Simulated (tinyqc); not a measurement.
UHF in the sto-6g basis, for H4, spin multiplicity 1, step by step. One step of it, computed by the program tinyqc.

Question. Iteration 9 (converged): orbitals. Diagonalise F' = X^T F X, C = X C', fill 2 alpha and 2 beta electrons from the bottom; D(s) = C_occ C_occ^T. Each column has its largest component positive (the first on a tie).

converged F(alpha) (hartree):
```
           1H 1s      2H 1s      3H 1s      4H 1s
1H 1s  -0.468868  -0.233985  -0.051530   0.000662
2H 1s  -0.233985  -0.123457  -0.435114  -0.088367
3H 1s  -0.051530  -0.435114  -0.378638  -0.190341
4H 1s   0.000662  -0.088367  -0.190341   0.230095
```

converged F(beta) (hartree):
```
           1H 1s      2H 1s      3H 1s      4H 1s
1H 1s   0.230095  -0.190341  -0.088367   0.000662
2H 1s  -0.190341  -0.378638  -0.435114  -0.051530
3H 1s  -0.088367  -0.435114  -0.123457  -0.233985
4H 1s   0.000662  -0.051530  -0.233985  -0.468868
```

X:
```
           1H 1s      2H 1s      3H 1s      4H 1s
1H 1s   1.027987  -0.147439   0.028661  -0.002931
2H 1s  -0.147439   1.133886  -0.289851   0.028661
3H 1s   0.028661  -0.289851   1.133886  -0.147439
4H 1s  -0.002931   0.028661  -0.147439   1.027987
```

Give: F' = X^T F X; orbital energies; coefficients C; F' = X^T F X; orbital energies; coefficients C; D(alpha) after iteration 9; D(beta) after iteration 9.

Answer.

F' = X^T F X (alpha) (hartree):
```
        1       2       3       4
1  -0.427  -0.200   0.055   0.002
2  -0.200   0.157  -0.437   0.018
3   0.055  -0.437  -0.150  -0.203
4   0.002   0.018  -0.203   0.291
```

orbital energies (alpha) (hartree): MO1 -0.544, MO2 -0.418, MO3 0.263, MO4 0.570

coefficients C (alpha):
```
         MO1     MO2     MO3     MO4
1H 1s  0.588   0.777   0.215  -0.290
2H 1s  0.344  -0.167  -0.545   0.974
3H 1s  0.480  -0.590   0.103  -0.896
4H 1s  0.057  -0.095   0.870   0.558
```

F' = X^T F X (beta) (hartree):
```
        1       2       3       4
1   0.291  -0.203   0.018   0.002
2  -0.203  -0.150  -0.437   0.055
3   0.018  -0.437   0.157  -0.200
4   0.002   0.055  -0.200  -0.427
```

orbital energies (beta) (hartree): MO1 -0.544, MO2 -0.418, MO3 0.263, MO4 0.570

coefficients C (beta):
```
         MO1     MO2     MO3     MO4
1H 1s  0.057  -0.095   0.870   0.558
2H 1s  0.480  -0.590   0.103  -0.896
3H 1s  0.344  -0.167  -0.545   0.974
4H 1s  0.588   0.777   0.215  -0.290
```

D(alpha) after iteration 9:
```
        1H 1s  2H 1s   3H 1s   4H 1s
1H 1s   0.949  0.072  -0.177  -0.040
2H 1s   0.072  0.146   0.264   0.035
3H 1s  -0.177  0.264   0.578   0.083
4H 1s  -0.040  0.035   0.083   0.012
```

D(beta) after iteration 9:
```
        1H 1s   2H 1s  3H 1s   4H 1s
1H 1s   0.012   0.083  0.035  -0.040
2H 1s   0.083   0.578  0.264  -0.177
3H 1s   0.035   0.264  0.146   0.072
4H 1s  -0.040  -0.177  0.072   0.949
```
